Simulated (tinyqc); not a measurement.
Ferroelectric hysteresis, discrete Preisach model: two steps of the calculation.

36 bistable elements (j, k) switch to +1 when V reaches u_j and to -1 when V falls to -u_k, and keep their state between. P = Ps sum w_jk s_jk. All elements start at -1. No time dependence and no dielectric part.

Values chosen for this exercise:
- Ps = 36 uC/cm^2 (saturation polarisation)
- Vc = 2.7 V (mean coercive voltage)
- sg = 1.4 V (spread of the switching voltages)
- up = [0.5, 1.5, 2.5, 3.5, 4.5, 5.5] V (list of the u_j)
- cr = 0.5 (correlation of up and down voltages)

Task 1. Weights. w_jk is proportional to exp[-(a_j^2 + a_k^2 - 2 cr a_j a_k)/(2 (1 - cr^2))], a_j = (u_j - Vc)/sg, and the weights sum to one.

Find: w.

Result 1.

w:
```
        d=-0.5   d=-1.5   d=-2.5   d=-3.5   d=-4.5   d=-5.5
u=0.5  0.01921  0.02889  0.02201  0.00849  0.00166  0.00016
u=1.5  0.02889  0.06105  0.06535  0.03543  0.00973  0.00135
u=2.5  0.02201  0.06535  0.09829  0.07488  0.02889  0.00565
u=3.5  0.00849  0.03543  0.07488  0.08015  0.04345  0.01193
u=4.5  0.00166  0.00973  0.02889  0.04345  0.03310  0.01277
u=5.5  0.00016  0.00135  0.00565  0.01193  0.01277  0.00692
```

Task 2. The voltage goes to -5 V. Rows with u_j <= V turn to +1; columns with V <= -u_k turn to -1; P = Ps sum w s.

states after step 1:
```
       d=-0.5  d=-1.5  d=-2.5  d=-3.5  d=-4.5  d=-5.5
u=0.5       1       1       1       1       1       1
u=1.5       1       1       1       1       1       1
u=2.5       1       1       1       1       1       1
u=3.5      -1      -1      -1      -1      -1      -1
u=4.5      -1      -1      -1      -1      -1      -1
u=5.5      -1      -1      -1      -1      -1      -1
```

w:
```
            d=-0.5       d=-1.5       d=-2.5       d=-3.5       d=-4.5       d=-5.5
u=0.5  0.019207551  0.028889169  0.022006941  0.008490747  0.001659181  0.000164211
u=1.5  0.028889169  0.061054449  0.065352342  0.035429627  0.009728224  0.001352889
u=2.5  0.022006941  0.065352342  0.098293367  0.074877070  0.028889169  0.005645246
u=3.5  0.008490747  0.035429627  0.074877070  0.080147999  0.043450833  0.011930677
u=4.5  0.001659181  0.009728224  0.028889169  0.043450833  0.033099599  0.012770531
u=5.5  0.000164211  0.001352889  0.005645246  0.011930677  0.012770531  0.006923319
```

V = -5 V

Wanted: states after step 2; P after step 2.

Result 2.

states after step 2:
```
       d=-0.5  d=-1.5  d=-2.5  d=-3.5  d=-4.5  d=-5.5
u=0.5      -1      -1      -1      -1      -1       1
u=1.5      -1      -1      -1      -1      -1       1
u=2.5      -1      -1      -1      -1      -1       1
u=3.5      -1      -1      -1      -1      -1      -1
u=4.5      -1      -1      -1      -1      -1      -1
u=5.5      -1      -1      -1      -1      -1      -1
```

P after step 2 = -35.484 uC/cm^2

Numbers from tinyqc (`OMP_NUM_THREADS=1 python tinyqc.py 2860128 2860129 out.jsonl`; about 0.01 s on one thread of a shared Intel Xeon 2.30GHz).
